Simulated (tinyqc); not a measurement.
Self-heating of a transistor with one or more fingers, with temperature-dependent conductivity: one step, computed by the program tinyqc.

N long parallel fingers lie on the top face of a slab whose bottom is held at T_0; the top is otherwise insulated, and heat flows in two dimensions. P in W/mm is 1000 P in W/m.

Question. Linear temperature rise of each finger. theta_i = (P/(pi kappa_0)) [g_0 + sum over j != i of g(|i - j| s)], with equal powers and constant conductivity; thermal resistance = largest theta/P.

Inputs (values chosen for the exercise, modelled on gallium oxide): conductivity at the base temperature kappa_0 = 17.4 W/(m K); power per gate width P = 0.25 W/mm; fingers N = 2.

Power: power rises with temperature.

own factor g_0 = 9.332015

g(j s), j = 1..7: [3.034470, 2.343634, 1.942003, 1.659656, 1.443313, 1.269216, 1.124663]

Give: theta of each finger; largest theta; thermal resistance.

Answer.

theta of each finger (K): [56.557, 56.557]

largest theta = 56.557 K

thermal resistance = 226.23 K mm/W
